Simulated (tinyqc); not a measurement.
Shockley state of an s-p chain by decimation, step by step. Values are carried at full precision from step to step, so a last printed digit may differ when a step is redone from the rounded ones.

Each site has s at -d/2 and p at +d/2: H0 = diag(-d/2, d/2). The block to the next site on the right is H1 = [[-ts, u], [-u, tp]] (rows s, p of site n; columns s, p of site n + 1). Bulk: H(k) = [[-d/2 - 2 ts cos k, 2i u sin k], [-2i u sin k, d/2 + 2 tp cos k]]. The bands are inverted at k = pi if d < 2 (ts + tp).

Parameters, chosen for this exercise: d = 1.97 eV (Ep - Es); ts = 1.1 eV (s-s hopping); tp = 0.74 eV (p-p hopping); u = 1.26 eV (s-p hopping); E = -0.08 eV (energy); eta = 0.05 eV (broadening).

## Bulk bands

Levels and s weight of the lower band at k = j pi/6.

Bands:
```
k/pi   lower (eV)  upper (eV)  s weight, lower
0.000     -3.1850      2.4650            1.000
0.167     -3.1816      2.5581            0.949
0.333     -3.0769      2.7169            0.829
0.500     -2.7057      2.7057            0.682
0.667     -2.0034      2.3634            0.515
0.833     -1.0875      1.7110            0.283
1.000     -0.4950      1.2150            0.000
```

The lower band is s-like at k = 0 and p-like at pi: the bands are inverted, and the gap is a hybridisation gap that can hold a Shockley state.

## First round of decimation

Decimation (Sancho-Rubio) at z = E + i eta: start with es = e = H0, A = H1, B = H1^T. Each round forms g = (z - e)^-1 and sets es += A g B, e += A g B + B g A, A = A g A, B = B g B, doubling the length covered. Stop when all |A| < 1e-10. Surface G = (z - es)^-1, bulk G = (z - e)^-1; densities -Im tr G/pi.

Carry out one round.

g (1/eV):
```
                s                p
s  1.1016-0.0609i           0.0000
p          0.0000  -0.9369-0.0440i
```

es (eV):
```
                 s               p
s  -1.1395-0.1435i  0.6533-0.1254i
p   0.6533-0.1254i  2.2209-0.1207i
```

e (eV):
```
                 s               p
s  -1.2940-0.2870i          0.0000
p           0.0000  3.4567-0.2414i
```

A (eV):
```
                s                p
s  2.8204-0.0038i  -2.4004+0.0433i
p  2.4004-0.0433i  -2.2620+0.0725i
```

## Course of the decimation

All rounds.

Rounds:
```
round  sites covered  largest |A| (eV)  surface density (1/eV)
1                  2              2.82                 0.04495
2                  4              7.87                 2.31548
3                  8              2.63                 0.17232
4                 16             0.165                 0.15031
5                 32          0.000885                 0.15026
6                 64          2.54e-08                 0.15026
7                128          2.10e-17                 0.15026
```

surface G (1/eV):
```
                 s                p
s  -0.6784-0.1956i   1.1591+0.2205i
p   1.1591+0.2205i  -1.6652-0.2765i
```

densities (1/eV): surface 0.15026, bulk 0.01426

Converged in 7 rounds. E lies inside the bulk gap (-0.495 to 1.215 eV); once |A| is small it falls roughly as its square in each round, up to a factor. The surface density is 11 times the bulk one, owing to the broadened Shockley level, which peaks near 0.19 eV.

## Checks

- Surface G against the Dyson relation G = (z - H0 - H1 G H1^T)^-1: they agree to 1e-10 or better.

Run: tinyqc, `OMP_NUM_THREADS=1 python tinyqc.py 1451993 1451994 out.jsonl`; Intel(R) Xeon(R) Processor @ 2.30GHz, one thread, shared host; about 0.3 s of CPU time with all checks.
